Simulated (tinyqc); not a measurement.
## On-chip interconnect, size-dependent resistivity and RC delay: course in time

A rectangular line between two neighbours and two ground planes. Surface and grain-boundary scattering are added to the bulk resistivity as corrections; capacitances are parallel-plate values without fringing; inductance is ignored.

6 equal pi sections: series Rs = r Lw/6; node capacitances c Lw/6, halved at nodes 0 and 6, with Cl added to node 6; Rd feeds node 0. Elmore delay of node k: the sum, over the resistors on the path to k, of resistance times all capacitance downstream of it.

A 1 V step is applied behind Rd at t = 0. C dv/dt = -G v + b, with G the conductance matrix of the ladder (1/Rs between neighbours, 1/Rd added at node 0) and b = (1 V/Rd, 0, ...). Trapezoidal step: (C/dt + G/2) v(new) = (C/dt - G/2) v + b. The last column solves the same ladder exactly by its modes.

Values chosen for this exercise: driver resistance Rd = 1000 ohm; time step dt = 4.5 ps.

Rs = 31.5999 ohm
C, node 0 to 6 (fF): 1.85894  3.71787  3.71787  3.71787  3.71787  3.71787  4.65894

Voltages (V):
```
t (ps)   node 0   node 3   node 6  node 6, exact
4.5000  0.26179  0.14906  0.10884        0.12682
9.0000  0.29475  0.28819  0.27183        0.26129
13.500  0.46715  0.38928  0.37080        0.37505
18.000  0.49754  0.49238  0.47419        0.47130
22.500  0.61884  0.56228  0.55318        0.55272
27.000  0.63969  0.63762  0.62201        0.62160
31.500  0.72900  0.68653  0.68167        0.67988
36.000  0.74040  0.74115  0.72893        0.72918
40.500  0.80828  0.77562  0.77281        0.77088
45.000  0.81220  0.81502  0.80586        0.80617
49.500  0.86504  0.83945  0.83769        0.83602
54.000  0.86359  0.86776  0.86108        0.86127
```

The far end of the ladder reaches 0.5 V at 19.50 ps, 0.703 of its Elmore delay (ln 2 = 0.693 for a single pole); the slowest mode has a time constant of 26.91 ps. The largest error of the trapezoidal steps at that node is 18 mV.

Computed by the program tinyqc: `OMP_NUM_THREADS=1 python tinyqc.py 2100048 2100049 out.jsonl`, one thread of a shared Intel Xeon 2.30GHz, about 0.01 s for the whole run.
